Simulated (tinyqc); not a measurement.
Grain growth, pinning, strength and diffusional creep of a polycrystal or thin film. From one set of inputs to another, one input at a time. Computed by tinyqc, a small Python program. Command: `OMP_NUM_THREADS=1 python tinyqc.py 3012134 3012135 out.jsonl grain ladder`. One thread of a shared host (Intel(R) Xeon(R) Processor @ 2.30GHz), about 0.01 s of CPU time with the checks.

One mean grain size d describes the structure.

The inputs printed are set A. Set A is modelled on tungsten; the values taken over come from a set modelled on polycrystalline silicon. Inputs not listed in the table keep their values of set A, so the rows need not describe a real material.

Inputs (values chosen for the exercise, modelled on tungsten):

| quantity | value | unit |
|---|---|---|
| shear modulus G | 160 | GPa |
| Burgers vector b | 2.741 | angstrom |
| atomic volume Omega | 15.85 | angstrom^3 |
| boundary energy gamma | 1 | J/m^2 |
| mobility prefactor M0 | 2.3e-07 | m^4/(J s) |
| activation energy of boundary motion Q_m | 4.61 | eV |
| anneal temperature T | 2618 | K |
| anneal time t | 94 | s |
| initial grain size d0 | 75 | nm |
| particle volume fraction f | 0.0065 | - |
| particle radius r | 25 | nm |
| friction stress sigma_0 | 720 | MPa |
| Hall-Petch slope k_y | 0.79 | MPa m^0.5 |
| lattice diffusion energy Q_l | 5.36 | eV |
| boundary diffusion energy Q_b | 3.79 | eV |
| lattice prefactor D0 | 6.9e-05 | m^2/s |
| boundary prefactor delta D0b | 1.5e-15 | m^3/s |
| applied stress sigma | 20 | MPa |
| service temperature T_c | 1736 | K |

Sample: bulk.

Constants: k_B = 8.617333262e-05 eV/K; k_B = 1.380649e-23 J/K.

Method:
- M = M0 exp(-Q_m/(k_B T)). The driving pressure is 2 gamma/d. Zener pinning pressure 3 f gamma/(2 r) stops growth at d_Z = 4 r/(3 f). The limit is d_lim = d_Z.
- dd/dt = 2 M gamma (1/d - 1/d_lim) integrates to 2 M gamma t = d_lim (d0 - d) + d_lim^2 ln[(d_lim - d0)/(d_lim - d)]; without pinning d^2 = d0^2 + 4 M gamma t.
- Hall-Petch term k_y/sqrt(d). Orowan term 3.06 x 0.4 G b ln(2 rbar/b)/(pi lambda sqrt(1 - nu)) with nu = 1/3, rbar = sqrt(2/3) r, lambda = rbar (sqrt(pi/f) - 2). The terms are added to sigma_0.
- Nabarro-Herring rate = 14 sigma Omega D_l/(k_B T d^2), D_l = D0 exp(-Q_l/(k_B T)); Coble rate = 14 pi sigma Omega delta D_b/(k_B T d^3), delta D_b = delta D0b exp(-Q_b/(k_B T)); they are equal at d_x = pi delta D_b/D_l.

Each row keeps all changes above it:

| input moved | from | to | grain size d (nm) | yield stress (MPa) | Coble rate (1/s) |
|---|---|---|---|---|---|
| set A | - | - | 340.2 | 2331.1 | 2.2017e-07 |
| mobility prefactor M0 (m^4/(J s)) | 2.3e-07 | 0.00011 | 4361.6 | 1355.0 | 1.0450e-10 |
| boundary energy gamma (J/m^2) | 1 | 0.64 | 3905.4 | 1376.4 | 1.4557e-10 |
| boundary diffusion energy Q_b (eV) | 3.79 | 2.46 | 3905.4 | 1376.4 | 1.0573e-06 |
| initial grain size d0 (nm) | 75 | 46 | 3905.3 | 1376.4 | 1.0574e-06 |
| anneal temperature T (K) | 2618 | 1191 | 46.0 | 4660.1 | 6.4699e-01 |
| particle radius r (nm) | 25 | 7.7 | 46.0 | 5040.6 | 6.4699e-01 |
| shear modulus G (GPa) | 160 | 64.8 | 46.0 | 4661.5 | 6.4699e-01 |

Grain size d goes from 340 to 46.0, a factor 0.135 in all. The largest single move comes from anneal temperature T (a factor 0.0118), and mobility prefactor M0 works against it (a factor 12.8). Yield stress goes from 2330 to 4660, a factor 2.00 in all. The largest single move comes from anneal temperature T (a factor 3.39), and mobility prefactor M0 works against it (a factor 0.581). Coble rate goes from 2.20e-7 to 0.647, a factor 2.94e6 in all. The largest single move comes from anneal temperature T (a factor 612000), and mobility prefactor M0 works against it (a factor 4.75e-4). The single moves hold for this order of the switches; the total does not depend on the order.

Caution (rows anneal temperature T, particle radius r, shear modulus G): T_c is above the anneal temperature, so the grains would go on growing in service.

Extremes, crossings and ranges named in words are read from the listed rows.
